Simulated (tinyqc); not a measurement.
Probe couplings from its potential.

Question. One voltage probe p sits between leads L (mu = 1) and R (mu = 0) without magnetic field: mu_p = T_pL/(T_pL + T_pR), T_eff = T_RL + T_pL T_pR/(T_pL + T_pR). Find T_pL and T_pR.

T_RL = 0.09
mu_p = 0.36363636
T_eff = 0.16636364

Answer. T_eff - T_RL equals T_pL (1 - mu_p) and also T_pR mu_p.

T_pL = 0.120
T_pR = 0.210

tinyqc, about 0.01 s, one thread, Intel Xeon 2.30GHz (shared host): `OMP_NUM_THREADS=1 python tinyqc.py 2700104 2700105 out.jsonl`
